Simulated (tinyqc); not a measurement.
What moves the results: Kronig-Penney superlattice by transfer matrices. A value that a table varies takes the place of the one given here.

Wells (width a, potential 0, mass mw) alternate with barriers (width b, height V0, mass mb); period d = a + b; c = hbar^2/2m0. The vector (psi, psi'/m) is continuous, and a layer of thickness t carries it by M = [[cos kt, (m/k) sin kt], [-(k/m) sin kt, cos kt]] with k = sqrt(m (E - V)/c); for E < V, k = i kappa gives [[cosh, (m/kappa) sinh], [(kappa/m) sinh, cosh]] of kappa t. A Bloch state obeys cos(q d) = tr(Mb Mw)/2.

Constants: hbar^2/2m0 = 3.80998211 eV angstrom^2.

Parameters, chosen for this exercise (near those of a GaAs superlattice with barriers of AlGaAs; not measured data): a = 101 angstrom (well width); V0 = 0.178 eV (barrier height); mw = 0.0668 m0 (mass in the wells); mb = 0.0853 m0 (mass in the barriers); bs = (25.5, 38.2, 51, 66.3, 81.6, 102, 127.5) angstrom (barrier widths); b = 51 angstrom (barrier width).

## Barrier width

First miniband against b. m_z = -2 c f'/d^2 with f = tr M/2 at the bottom of the band. E1 is the level of the single well, kappa1 its decay constant in the barrier.

First miniband:

| b (angstrom) | bottom (eV) | top (eV) | W (meV) | ln W | m_z (m0) |
|---|---|---|---|---|---|
| 25.5 | 0.0218 | 0.0344 | 12.68 | 2.540 | 0.102 |
| 38.2 | 0.0249 | 0.0310 | 6.068 | 1.803 | 0.153 |
| 51.0 | 0.0265 | 0.0294 | 2.888 | 1.061 | 0.250 |
| 66.3 | 0.0273 | 0.0285 | 1.190 | 0.174 | 0.477 |
| 81.6 | 0.0277 | 0.0282 | 0.4900 | -0.713 | 0.950 |
| 102.0 | 0.0278 | 0.0280 | 0.1502 | -1.896 | 2.48 |
| 127.5 | 0.0279 | 0.0279 | 0.03425 | -3.374 | 8.54 |

E1 = 0.0279 eV
kappa1 = 0.0580 1/angstrom

W falls from 12.7 to 0.03 meV, and both edges close in on E1. The slope of ln W is -0.0580 per angstrom over the first two rows and -0.0580 over the last two, against -kappa1 = -0.0580: the width follows one power of the tunnelling amplitude once the wells couple weakly. m_z grows by a factor 83.6.

## From one barrier to a miniband

Transmission through N barriers separated by wells, between leads of the well material: T = 4/[(M11 + M22)^2 + (u M12 - M21/u)^2] with u = k/mw and M the product over all layers; twelve evenly spaced energies around the first miniband.

Transmission:

| E (eV) | tr M/2 of a period | N = 1 | N = 2 | N = 4 | N = 8 |
|---|---|---|---|---|---|
| 0.025194 | 2.023 | 0.00589 | 0.000362 | 1.75e-06 | 4.18e-11 |
| 0.025720 | 1.600 | 0.00604 | 0.000593 | 8.74e-06 | 2.01e-09 |
| 0.026245 | 1.190 | 0.00620 | 0.00110 | 8.19e-05 | 6.25e-07 |
| 0.026770 | 0.793 | 0.00636 | 0.00254 | 0.00946 | 0.00317 |
| 0.027295 | 0.409 | 0.00651 | 0.00973 | 0.00550 | 0.0986 |
| 0.027820 | 0.036 | 0.00667 | 0.559 | 0.242 | 0.0752 |
| 0.028345 | -0.324 | 0.00684 | 0.0162 | 0.00653 | 0.0256 |
| 0.028871 | -0.672 | 0.00700 | 0.00389 | 0.0932 | 0.0260 |
| 0.029396 | -1.008 | 0.00716 | 0.00177 | 0.000415 | 8.06e-05 |
| 0.029921 | -1.333 | 0.00733 | 0.00104 | 3.97e-05 | 6.83e-08 |
| 0.030446 | -1.647 | 0.00750 | 0.000695 | 8.88e-06 | 1.52e-09 |
| 0.030971 | -1.950 | 0.00767 | 0.000508 | 2.91e-06 | 9.77e-11 |

5 of the energies lie in the miniband (|tr M/2| <= 1); there T for N = 8 runs between 0.00317 and 0.0986. In the gaps it falls with N: at E = 0.0310 eV from 2.91e-06 (N = 4) to 9.77e-11 (N = 8), a slope of ln T of -2.58 a period, against -2 arccosh|tr M/2| = -2.58.

## What each parameter does

Bottom and width of the first miniband, the gap above it, and m_z = -2 c f'/d^2 with f = tr M/2. Each row changes one parameter from the base and keeps the others.

Results:

| case | bottom (eV) | width (meV) | gap (meV) | m_z (m0) |
|---|---|---|---|---|
| base | 0.0265 | 2.9 | 71.1 | 0.2496 |
| a = 91 angstrom | 0.0305 | 3.7 | 79.6 | 0.2281 |
| b = 59 angstrom | 0.0270 | 1.8 | 73.5 | 0.3477 |
| V0 = 0.151 eV | 0.0247 | 3.7 | 64.6 | 0.1994 |
| mw = 0.0601 m0 | 0.0277 | 3.2 | 74.9 | 0.2244 |
| mb = 0.0725 m0 | 0.0272 | 3.7 | 70.5 | 0.2006 |

The largest shifts from the base row, up to three for each result and ties (the steps differ in size, so this ranks the rows, not the parameters). bottom (eV): a +0.0040, V0 -0.0018, mw +0.0012. width (meV): b -1.1, V0 +0.8, mb +0.8, a +0.8. gap (meV): a +8.5, V0 -6.5, mw +3.8. m_z (m0): b +0.0981, V0 -0.0502, mb -0.0490.

(tinyqc, `OMP_NUM_THREADS=1 python tinyqc.py 1250663 1250664 out.jsonl`, Intel(R) Xeon(R) Processor @ 2.30GHz, 1 thread, shared host, about 0.07 s.)
